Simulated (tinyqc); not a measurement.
Frequency dispersion of an accumulation capacitance by border traps, distributed model: two steps of the calculation.

Traps spread evenly through the insulator exchange electrons with the semiconductor by tunnelling, with tau(x) = t0 exp(2 ka x) at depth x from the interface. The admittance per area Y seen at depth x obeys dY/dx = -Y^2/(i w eps0 eox) + q Nb ln(1 + i w tau)/tau, with Y(0) = i w Cs and w = 2 pi f; the gate sees Y(tox) = G + i w C. Working variable y = Y/(i w), in uF/cm^2. Cox = eps0 eox/tox.

Parameters, values chosen for the exercise; permittivity close to that of zirconium oxide: relative permittivity of the insulator eox = 21.1; insulator thickness tox = 5 nm; semiconductor capacitance in accumulation Cs = 1.3 uF/cm^2; density of border traps Nb = 5.2e18 cm^-3 eV^-1; decay constant of the wave function in the insulator ka = 3.4 1/nm; time constant of a trap at the interface t0 = 6e-9 s; frequency f = 10000 Hz; depth down to which the steps are taken xe = 1.9 nm.

Constants: q = 1.602176634e-19 C, eps0 = 8.8541878128e-14 F/cm where lengths are in cm. Results are converted to the units shown.

Task 1. Scales and lumped estimate. Cox; trap-free value 1/(1/Cox + 1/Cs); response depth d = ln(1/(w t0))/(2 ka), where w tau = 1; lumped estimate: all traps within d act as C_bt = q Nb d placed at d/2, so C = 1/{1/[1/(1/Cs + d/(2 eps0 eox)) + C_bt] + (tox - d/2)/(eps0 eox)}.

Wanted: Cox; trap-free C; d; C_bt; lumped C.

Result 1.

Cox = 3.736 uF/cm^2
trap-free C = 0.9644 uF/cm^2
d = 1.159 nm
C_bt = 0.09659 uF/cm^2
lumped C = 1.021 uF/cm^2

The traps within reach amount to 0.0743 Cs and lie in the first 23.2 % of the insulator.

Task 2. Midpoint steps through the active depth. In terms of y: dy/dx = -y^2/(eps0 eox) + s(x), s = q Nb ln(1 + z)/z, z = i w tau. 10 midpoint steps of h = xe/10: y_half = y + (h/2) y'(x, y), y(new) = y + h y'(x + h/2, y_half).

Wanted: x; s; y.

Result 2.

```
point  x (nm)  s (uF/(cm^2 nm))   y (uF/cm^2)
0           0  0.08331-0.00002i  1.300+0.000i
1      0.1900  0.08331-0.00006i  1.299+0.000i
2      0.3800  0.08331-0.00021i  1.297+0.000i
3      0.5700  0.08330-0.00076i  1.296+0.000i
4      0.7600  0.08319-0.00275i  1.295+0.000i
5      0.9500  0.08176-0.00976i  1.294-0.001i
6       1.140  0.06840-0.02710i  1.291-0.005i
7       1.330  0.03307-0.03151i  1.284-0.011i
8       1.520  0.01065-0.01761i  1.271-0.015i
9       1.710  0.00305-0.00738i  1.256-0.017i
10      1.900  0.00085-0.00273i  1.241-0.017i
```

Computed by the program tinyqc: `OMP_NUM_THREADS=1 python tinyqc.py 2202138 2202139 out.jsonl`, one thread of a shared Intel Xeon 2.30GHz, about 0.3 s for the whole run.
